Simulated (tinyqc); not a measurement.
Ellipsoidal valleys in the axes of a wafer and a channel, step by step. Values are carried at full precision from step to step, so a last printed digit may differ when a step is redone from the rounded ones.

Valleys with axes a along x, y and z, two valleys each; inverse mass tensor w = 1/mt + (1/ml - 1/mt) a a. Device axes: z = nz/|nz|, x = nx/|nx|, y = z cross x; in them a = (ax, ay, az). Confinement mass mz = 1/w_zz. In the plane w_ij is replaced by u_ij = w_ij - w_iz w_jz/w_zz (i, j = x, y); density-of-states mass md = 1/sqrt(det u); conductivity mass along x mc = 1/u_xx; ballistic transport mass mx = u_yy/det u, width mass my = 1/u_yy.

Constants: hbar^2/2m0 = 3.80998211 eV angstrom^2; kB = 8.617333262e-05 eV/K.

Values chosen for the exercise (near those of the Delta valleys of Si; the results hold for these values, not for the real material): ml = 0.94 m0 (longitudinal mass); mt = 0.195 m0 (transverse mass); nz = (1, 1, 0) (surface normal (confinement)); nx = (1, -1, 0) (channel direction); t = 4.8 nm (thickness of the film); T = 300 K (temperature).

## Device axes and valley axes

Give the rows x, y, z in cubic components and each valley axis in device components.

device axes, rows x, y, z; columns [100], [010], [001]:
```
[[0.7071, -0.7071, 0.0000],
 [0.0000, 0.0000, -1.0000],
 [0.7071, 0.7071, 0.0000]]
```

valley axes, rows x, y, z; columns ax, ay, az:
```
[[0.7071, 0.0000, 0.7071],
 [-0.7071, 0.0000, 0.7071],
 [0.0000, -1.0000, 0.0000]]
```

## Tensors of the valley y

Form w and the reduced tensor u.

w (1/m0), rows x, y, z and columns alike:
```
[[3.0960, 0.0000, 2.0322],
 [0.0000, 5.1282, 0.0000],
 [2.0322, 0.0000, 3.0960]]
```

u (1/m0), rows x, y and columns alike:
```
[[1.7621, 0.0000],
 [0.0000, 5.1282]]
```

The axis is tilted against the normal, so w_xz or w_yz is not zero and the reduction changes the masses in the plane.

## Masses of all valleys

Give mz, md, mc, mx and my.

Masses (m0):
```
valley      mz      md      mc      mx      my
x       0.3230  0.3327  0.5675  0.5675  0.1950
y       0.3230  0.3327  0.5675  0.5675  0.1950
z       0.1950  0.4281  0.1950  0.1950  0.9400
```

mz md^2 = ml mt^2 = 0.03574 for every valley, so a heavy confinement mass comes with a small density of states. The heaviest mz is 0.323, for x and y.

## Subbands and shares in a film

Hard walls: E_n = c (n pi/t)^2/mz, c = hbar^2/2m0, n = 1, 2, 3. Non-degenerate share of a valley proportional to md sum_n exp(-E_n/kT); mean 1/mc = sum of share/mc. 1 nm = 10 angstrom.

Give the ladders, the shares and the mean conductivity mass.

Subbands:
```
valley  E1 (meV)  E2 (meV)  E3 (meV)  share
x           50.5     202.1     454.8  0.424
y           50.5     202.1     454.8  0.424
z           83.7     334.8     753.3  0.151
```

mean mc = 0.4404 m0

The lowest ladder (x and y) holds 85 % of the electrons in these valleys, the next starts 33 meV higher.

## Checks

- mz md^2 against ml mt^2: they agree to 1e-10 or better.
- mx my against md^2: they agree to 1e-10 or better.

Run: tinyqc, `OMP_NUM_THREADS=1 python tinyqc.py 1850584 1850585 out.jsonl`; Intel(R) Xeon(R) Processor @ 2.30GHz, one thread, shared host; about 0.01 s of CPU time with all checks.
